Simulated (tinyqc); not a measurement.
Tail temperature from the power law.

Inverse problem. When tail states hold most of the charge, the linear current goes as I = A (Vg - VT)^g with g = 2 Tt/T - 1. Find g, Tt and the tail width kB Tt.

Values chosen for this exercise:
- T = 250 K (temperature)

Constants: q = 1.602176634e-19 C, kB = 1.380649e-23 J/K, Vt = kB T/q. Results are converted to the units shown.

I at Vg - VT = 8.1 and 12 V (nA): [1813.5199, 3679.3875]

Answer. g is the slope of ln I against ln(Vg - VT).

g = 1.800
Tt = 350.0 K
kB Tt = 30.16 meV

Program tinyqc, `OMP_NUM_THREADS=1 python tinyqc.py 2610010 2610011 out.jsonl`; Intel Xeon 2.30GHz, shared host, one thread, about 0.01 s.
